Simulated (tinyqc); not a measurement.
Oxide trap near a transistor channel: two-state multiphonon kinetics, telegraph noise and bias instability: one step, computed by the program tinyqc. Command: `OMP_NUM_THREADS=1 python tinyqc.py 3026470 3026471 out.jsonl oxidetrap walk`. One thread of a shared host (Intel(R) Xeon(R) Processor @ 2.30GHz), about 0.01 s of CPU time with the checks.

An n-channel device under positive gate bias. The trap is empty (state 1) or holds an electron (state 2); both states are parabolas of equal curvature, and the electron reservoir is taken at the Fermi level of the channel.

Question. Many traps: 1/f noise. McWhorter number fluctuations for traps uniform in depth and energy: S_V = e^2 k_B T N_t lambda/(W L C_ox^2 f), C_ox = eps_ox eps_0/t_ox. The number of traps within k_B T in energy and one decade in time is N_t k_B T lambda ln(10) W L.

Inputs (values chosen for the exercise, with an insulator like Si3N4 on silicon): insulator constant eps_ox = 6.99; insulator thickness t_ox = 2.9 nm; trap depth x from the interface = 1.2 nm; tunnel barrier phi_b = 2.15 eV; oxide field F = 6.9 MV/cm; temperature T = 400 K; channel width W = 160 nm; channel length L = 17 nm; frequency f = 5000 Hz; trap density N_t = 8.1e+17 cm^-3 eV^-1.

Parts treated: one trap and an ensemble.

attenuation length lambda = 0.1027041 nm

Constants: eps_0 = 8.8541878128e-12 F/m; e = 1.602176634e-19 C; k_B = 8.617333262e-05 eV/K.

Give: C_ox; 1/f noise S_V(f); active traps per decade.

Answer.

C_ox = 2.134 microF/cm^2

1/f noise S_V(f) = 1.188e-11 V^2/Hz

active traps per decade = 0.01796

With less than one active trap per decade a single device shows separate Lorentzians; 1/f is only the average over many devices. Caution: a field 1.5 times as high comes near the usual breakdown field of such an insulator. Caution: the field lowers the tunnel barrier appreciably over the trap depth, so the rectangular barrier understates the rate. Caution: N_t k_B T lambda ln(10) W L, the number of active traps per decade, is below one, so S_V is only the mean over many devices.
